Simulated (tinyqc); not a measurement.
# Energy and delay of logic against supply voltage: what changes with what

One expression serves below and above threshold: I(Vg) = Ik [ln(1 + exp((Vg - VT + dd V)/(al nf Vt)))]^al, with I_on = I(V) and I_off = I(0). Gate delay td = kd C V/I_on, clock period LD td. Per gate and cycle the switching energy is act C V^2 and the leakage energy I_off V LD td. No short-circuit current, no variation. Minima are sought above 0.09 V; below a few Vt gates no longer switch and the model has no meaning.

Values chosen for this exercise; values of the order met in logic technologies:

| symbol | value | unit | meaning |
|---|---|---|---|
| T | 300 | K | temperature |
| VT | 0.31 | V | threshold voltage at zero drain bias |
| nf | 1.31 |  | slope factor |
| dd | 0.08 |  | barrier lowering per volt of supply |
| Ik | 0.65 | uA | specific current of a gate |
| al | 1.85 |  | exponent of the current law |
| C | 3.8 | fF | load capacitance of a gate |
| kd | 0.9 |  | delay factor |
| LD | 40 |  | logic depth |
| act | 0.01 |  | activity factor |

Constants: q = 1.602176634e-19 C, kB = 1.380649e-23 J/K, Vt = kB T/q. Results are converted to the units shown.

Each table varies one quantity; the others keep the values above.

## Energy and delay against supply voltage

EDP = energy times td.

Result of one run:
```
V (V)	I_on (uA)	I_off (nA)	td (ps)	switching (aJ)	leakage (aJ)	energy (aJ)	EDP (fJ ps)
0.44	4.099	0.1923	367.1	7.357	1.242	8.599	3.157
```

What becomes of these results when the supply voltage V is changed from 0.44 to 0.76 V, all else the same?

Result of the changed run:
```
V (V)	I_on (uA)	I_off (nA)	td (ps)	switching (aJ)	leakage (aJ)	energy (aJ)	EDP (fJ ps)
0.76	31.54	0.4071	82.41	21.95	1.020	22.97	1.893
```

The whole series:
```
V (V)	I_on (uA)	I_off (nA)	td (ps)	switching (aJ)	leakage (aJ)	energy (aJ)	EDP (fJ ps)
0.22	0.05915	0.1147	1.272e4	1.839	12.83	14.67	186.6
0.33	0.8156	0.1485	1384	4.138	2.713	6.851	9.480
0.44	4.099	0.1923	367.1	7.357	1.242	8.599	3.157
0.54	9.963	0.2431	185.4	11.08	0.9735	12.05	2.234
0.65	19.34	0.3147	115.0	16.05	0.9405	17.00	1.954
0.76	31.54	0.4071	82.41	21.95	1.020	22.97	1.893
0.87	46.44	0.5266	64.08	28.76	1.174	29.94	1.918
0.98	63.93	0.6808	52.42	36.50	1.399	37.89	1.987
1.09	83.97	0.8799	44.40	45.15	1.703	46.85	2.080
1.2	106.5	1.137	38.54	54.72	2.103	56.82	2.190
```

td falls from 12700 to 38.5 ps; the energy goes from 14.7 through a minimum of 6.85 (at V = 0.33 V among the rows listed) to 56.8 aJ and the EDP goes from 187 through a minimum of 1.89 (at V = 0.76 V among the rows listed) to 2.19 fJ ps. The exact minima lie at V = 0.337 V for the energy and 0.770 V for the EDP. Going from 1.2 V to the energy minimum saves a factor of 8.31 in energy and costs a factor of 32.1 in delay. Below the minimum the leakage energy rises faster than the switching energy falls, because the clock period grows so steeply.

## Optimum supplies against the slope factor

Same model as above.

V_min minimises the energy and V_EDP the product of energy and td.

Optimum supplies against the slope factor:
```
nf	V_min (V)	energy at V_min (aJ)	leakage share (%)	clock at V_min (MHz)	V_EDP (V)	clock at V_EDP (GHz)
1	0.2486	3.133	25.02	2.752	0.7496	0.4864
1.1	0.2758	4.012	27.94	6.381	0.7517	0.4101
1.2	0.3043	5.156	31.76	12.03	0.7571	0.3541
1.3	0.3341	6.662	36.34	19.41	0.7681	0.3141
1.4	0.3651	8.654	41.47	27.86	0.7869	0.2870
1.5	0.3970	11.28	46.92	36.60	0.8146	0.2697
1.6	0.4292	14.72	52.45	44.94	0.8507	0.2590
```

As nf goes from 1 to 1.6, V_min rises from 0.249 to 0.429 V, the energy there rises from 3.13 to 14.7 aJ, the clock there rises from 2.75 to 44.9 MHz and V_EDP rises from 0.750 to 0.851 V.

Program tinyqc, `OMP_NUM_THREADS=1 python tinyqc.py 2082081 2082082 out.jsonl`; Intel Xeon 2.30GHz, shared host, one thread, about 0.01 s.
